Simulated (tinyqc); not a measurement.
From results back to parameters: band edges of strained Si(1-x)Ge(x) on relaxed Si(1-y)Ge(y). Three cases, with inputs chosen for the exercise.

Problem. A layer on a (001) buffer has its Delta valleys split into the four in the plane and the two along z: E(Delta4) - E(Delta2) = XuD (e_par - e_perp), e_perp = -2 (C12/C11) e_par, e_par = (a(y) - a(x))/a(x). The splitting is given; find the strain and the Ge fraction y of the buffer.

Values are linear in the Ge fraction but for ED(x) = linear - CD x (1 - x) and a(x) = linear - Ca x (1 - x). Energies are on the common scale of Ev.

Find: e_par; a(y); y.

Method. e_par = splitting/(XuD (1 + 2 C12/C11)) with the values at x; a(y) = a(x)(1 + e_par); a(y) rises steadily with y, so one root lies in the range.

Case 1.

Values chosen (end members near Si and Ge, in this order; the results hold for these values, not for the real material):
- a = (5.437, 5.653) angstrom (lattice constant)
- Ca = 0 angstrom (bowing of the lattice constant)
- XuD = (9.21, 9.17) eV (uniaxial potential, Delta)
- C11 = (167.7, 128.2) GPa
- C12 = (63, 48.2) GPa
- x = 0.81 (Ge fraction of the layer)

E(Delta4) - E(Delta2) = -0.030940 eV

Solution.

e_par = -0.00192
a(y) = 5.6012 angstrom
y = 0.760

Case 2.

Values chosen (end members near Si and Ge, in this order; the results hold for these values, not for the real material):
- a = (5.431, 5.664) angstrom (lattice constant)
- Ca = 0.026 angstrom (bowing of the lattice constant)
- XuD = (8.86, 9.16) eV (uniaxial potential, Delta)
- C11 = (164.5, 129.1) GPa
- C12 = (64.6, 47.6) GPa
- x = 0 (Ge fraction of the layer)

E(Delta4) - E(Delta2) = 0.161879 eV

Solution.

e_par = 0.01023
a(y) = 5.4866 angstrom
y = 0.260

Case 3.

Values chosen (end members near Si and Ge, in this order; the results hold for these values, not for the real material):
- a = (5.43, 5.659) angstrom (lattice constant)
- Ca = 0 angstrom (bowing of the lattice constant)
- XuD = (8.94, 9.34) eV (uniaxial potential, Delta)
- C11 = (165.6, 127.4) GPa
- C12 = (64.4, 48.6) GPa
- x = 1 (Ge fraction of the layer)

E(Delta4) - E(Delta2) = -0.113274 eV

Solution.

e_par = -0.00688
a(y) = 5.6201 angstrom
y = 0.830

Computed by tinyqc, one run a case: `OMP_NUM_THREADS=1 python tinyqc.py N N+1 out.jsonl` with N = 1051563, 1051569, 1051593; one thread of a shared Intel(R) Xeon(R) Processor @ 2.30GHz, about 0.01 s a run at most.
